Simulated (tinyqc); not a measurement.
Starting guesses with plain Roothaan steps: SCF starting guesses in the sto-3g basis, for H4, spin multiplicity 3. Computed by the program tinyqc with PySCF. Command: `OMP_NUM_THREADS=1 python tinyqc.py 111408 111409 out.jsonl`; one thread of a shared host (Intel(R) Xeon(R) Processor @ 2.60GHz), about 0.8 s.

Geometry (angstrom):

| atom | x | y | z |
|---|---|---|---|
| H | 0.0000 | 0.0000 | 0.0000 |
| H | 0.0000 | 0.0000 | 1.6840 |
| H | 0.0000 | 1.0420 | 0.0000 |
| H | 0.0000 | 1.0420 | 1.6840 |

lowest solution found by these runs and by PySCF with stability checks = -1.827620 hartree

UHF with one setting changed at a time; a run stops when the energy changes by less than 1e-09 hartree and the error matrix is below 1e-5. Starts: the lowest orbitals of the core Hamiltonian, of the Wolfsberg-Helmholz matrix (K = 1.75), projected atomic densities, random orbitals, and the highest orbitals of the core Hamiltonian (a deliberately bad start).

Largest element of the error matrix X^T (FDS - SDF) X:

| iteration | core | Wolfsberg-Helmholz | atomic densities | random | highest core orbitals |
|---|---|---|---|---|---|
| 1 | 1.8e-15 | 6.8e-16 | 2.6e-16 | 1.7e-01 | 9.7e-16 |
| 2 | 5.1e-16 | 3.8e-16 | 4.3e-16 | 8.9e-02 | 3.8e-15 |
| 3 | - | - | 2.3e-16 | 2.6e-02 | 1.2e-15 |
| 4 | - | - | - | 1.2e-02 | - |
| 5 | - | - | - | 7.7e-03 | - |
| 6 | - | - | - | 5.1e-03 | - |
| 8 | - | - | - | 3.3e-03 | - |
| 10 | - | - | - | 2.4e-03 | - |
| 14 | - | - | - | 1.3e-03 | - |
| 20 | - | - | - | 5.2e-04 | - |
| 30 | - | - | - | 1.2e-04 | - |
| 45 | - | - | - | 1.2e-05 | - |

How each run ends:

| run | iterations | E (hartree) | state |
|---|---|---|---|
| core | 2 | -1.79248 | higher |
| Wolfsberg-Helmholz | 2 | -1.79248 | higher |
| atomic densities | 3 | -1.79248 | higher |
| random | 47 | -1.82762 | lowest found |
| highest core orbitals | 3 | -1.79248 | higher |

1 of 5 runs reach the lowest solution found, in 47 to 47 iterations (fastest: random). Ending on a higher stationary point: core, Wolfsberg-Helmholz, atomic densities, highest core orbitals; a small error matrix cannot reveal that, and an occupation fixed by the start is kept by symmetry or by the shape of the basin. The first errors are 2e-15, 7e-16, 3e-16, 2e-01, 1e-15.
